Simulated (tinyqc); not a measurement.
## Gap and screening length from two transmissions

Problem. At the source junction of a tunnel FET, T(w) = exp(-S), S = 2 pi lam sqrt(m/(C Eg)) [w + Eg/2 - sqrt(w (w + Eg))], C = hbar^2/(2 m0). Find Eg (between 0.1 and 3 eV) and lam.

Values chosen for this exercise:
- m = 0.052 m0 (band-edge mass of the two-band model)

Constants: q = 1.602176634e-19 C, hbar = 1.054571817e-34 J s, m0 = 9.1093837015e-31 kg, hbar^2/(2 m0) = 0.0380998212 eV nm^2. Results are converted to the units shown.

T(w) at w = 0.05 and 0.26 eV: 0.043233491  0.19027813

Solution. The ratio of the two exponents depends on Eg alone and falls steadily with it, which fixes Eg; either exponent then gives lam.

ratio of the two S = 1.89
Eg = 0.667 eV
lam = 1.80 nm

tinyqc, about 0.01 s, one thread, Intel Xeon 2.30GHz (shared host): `OMP_NUM_THREADS=1 python tinyqc.py 2620037 2620038 out.jsonl`
